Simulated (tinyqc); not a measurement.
# MOSFET in the linear regime without short-channel effects, parameter extraction from computed curves, step by step

Numbers from tinyqc (`OMP_NUM_THREADS=1 python tinyqc.py 2210046 2210047 out.jsonl`; about 0.01 s on one thread of a shared Intel Xeon 2.30GHz). Printed values are rounded.

Inversion charge Q = Cox n Vt W0(exp((Vg - VT)/(n Vt))), W0 the Lambert function and n = nf; u = Q/Cox; mobility mu = mu0/(1 + th1 u + th2 u^2); channel resistance Rch = (L - dL)/(W mu Q); Id = Vd/(Rch + Rsd/W). Cox = eps0 eox/tox. Small Vd, no channel-length or drain effects.

Inputs (values chosen for the exercise); channel values of the order met in silicon transistors:
- T = 400 K (temperature)
- eox = 3.9 (relative permittivity of the gate insulator (close to silicon dioxide))
- tox = 7.9 nm (insulator thickness)
- mu0 = 120 cm^2/(V s) (low-field mobility)
- th1 = 0.56 1/V (first mobility attenuation factor)
- th2 = 0 1/V^2 (second mobility attenuation factor)
- VT = 0.51 V (threshold voltage)
- nf = 1.26 (body factor)
- W = 10 um (gate width)
- L = 0.073 um (drawn gate length)
- dL = 0.011 um (drawn less effective length)
- Rsd = 200 ohm um (source plus drain resistance)
- Vd = 0.01 V (drain voltage)

Constants: q = 1.602176634e-19 C, kB = 1.380649e-23 J/K, Vt = kB T/q, eps0 = 8.8541878128e-14 F/cm where lengths are in cm. Results are converted to the units shown.

## Transfer curve

```
point,Vg (V)
0,0.31
1,0.41
2,0.51
3,0.61
4,0.71
5,0.81
6,0.91
7,1.01
8,1.11
9,1.21
10,1.31
```

u, mu, Rch and Id as defined.

```
point,u (V),mu (cm^2/(V s)),Rch (ohm),Id (uA)
0,4.30121e-4,119.971,2.74877e5,0.0363773
1,0.00396463,119.734,29880.3,0.334445
2,0.0246318,118.367,4864.94,2.04711
3,0.0758079,115.113,1625.42,6.07747
4,0.147036,110.871,870.092,11.2348
5,0.227986,106.414,584.653,16.5384
6,0.314073,102.051,442.544,21.6196
7,0.403222,97.8949,359.337,26.3618
8,0.494370,93.9815,305.289,30.7419
9,0.586918,90.3156,267.587,34.7721
10,0.680493,86.8888,239.893,38.4773
```

## Threshold and mobility at the peak transconductance

gm_i = (Id_(i+1) - Id_(i-1))/(Vg_(i+1) - Vg_(i-1)); at the point j of largest gm the tangent meets the axis at V_ext = Vg_j - Id_j/gm_j; field-effect mobility gm_j L/(W Cox Vd) with the drawn L.

```
point,gm (uS)
1,10.0537
2,28.7151
3,45.9384
4,52.3047
5,51.9239
6,49.1171
7,45.6118
8,42.0512
9,38.6770
```

j = 4
V_ext = 0.495205 V
field-effect mobility = 87.3529 cm^2/(V s)

V_ext is 15 mV below the model VT, and the mobility so found is 38 % below mu0 L/(L - dL) = 141 cm^2/(V s), the value for the drawn L; attenuation, series resistance and the slow approach of Q to a straight line all lower the peak gm.

## The Y function

Y_i = Id_i/sqrt(gm_i). For Id = beta Vd x/(1 + th x), x = Vg - VT, Y = sqrt(beta Vd) x whatever th. Slope s from points 6 and 9; VT_Y = Vg - Y/s at point 9; beta = s^2/Vd; mobility beta L/(W Cox) with the drawn L; th* = (beta Vd x/Id - 1)/x at point 9.

```
point,Y (uA^0.5 V^0.5)
1,0.105478
2,0.382019
3,0.896674
4,1.55344
5,2.29515
6,3.08483
7,3.90334
8,4.74069
9,5.59119
```

s = 8.35454 uA^0.5 V^-0.5
VT_Y = 0.540760 V
beta = 6979.83 uA/V^2
mobility from Y = 116.569 cm^2/(V s)
th* = 0.513078 1/V

The mobility from Y is 17 % below mu0 L/(L - dL) = 141 cm^2/(V s), which it should reach in deep inversion when th2 = 0. th* compares with th1 + mu0 Cox Rsd/(L - dL) = 0.729 1/V, since series resistance enters like th1. The match is poor here: at these overdrives Q is not yet a straight line in Vg.
